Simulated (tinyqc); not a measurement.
Deep-level transient spectroscopy (DLTS) of one majority-carrier trap: one step, computed by the program tinyqc.

A filling pulse loads the traps in a one-sided junction; under reverse bias they empty at the rate e, and the capacitance relaxes as C(t) = C_0 - dC exp(-e t). The signal is S = [C(t_2) - C(t_1)]/dC.

Task: Peak temperature and width. e = g sigma v N_b exp(-E/k_B T), v = sqrt(3 k_B T/m), N_b = 2 M (2 pi m k_B T/h^2)^(3/2), sigma = sigma_0, E = E_t. S(e) = exp(-e t_1) - exp(-e t_2) peaks at the rate window e_0 = ln(t_2/t_1)/(t_2 - t_1). T_p solves e(T) = e_0 (bisection between 15 and 1500 K); the half-height points solve S = S_max/2 on either side.

Inputs (values chosen for the exercise, with mass and screening modelled on ZnO):

| quantity | value | unit |
|---|---|---|
| density-of-states mass m | 0.273 | m_0 |
| valleys M | 1 | - |
| trap depth E_t | 0.273 | eV |
| cross-section sigma_0 | 4.9e-14 | cm^2 |
| degeneracy ratio g | 1 | - |
| gate time t_1 | 0.01 | s |
| ratio t_2/t_1 | 4 | - |
| temperature T | 136 | K |

Carriers: electrons. Extra term: none.

rate window e_0 = 46.20981 1/s

peak height S_max = 0.4724704

Constants: k_B = 8.617333262e-05 eV/K; k_B = 1.380649e-23 J/K; m_0 = 9.1093837015e-31 kg; h = 6.62607015e-34 J s.

Give: peak temperature T_p; lower half-height point; upper half-height point; full width.

Result:

peak temperature T_p = 134.5 K

lower half-height point = 126.9 K

upper half-height point = 140.7 K

full width = 13.77 K

The width is 10.2 % of T_p, and E_t is 23.6 k_B T_p.
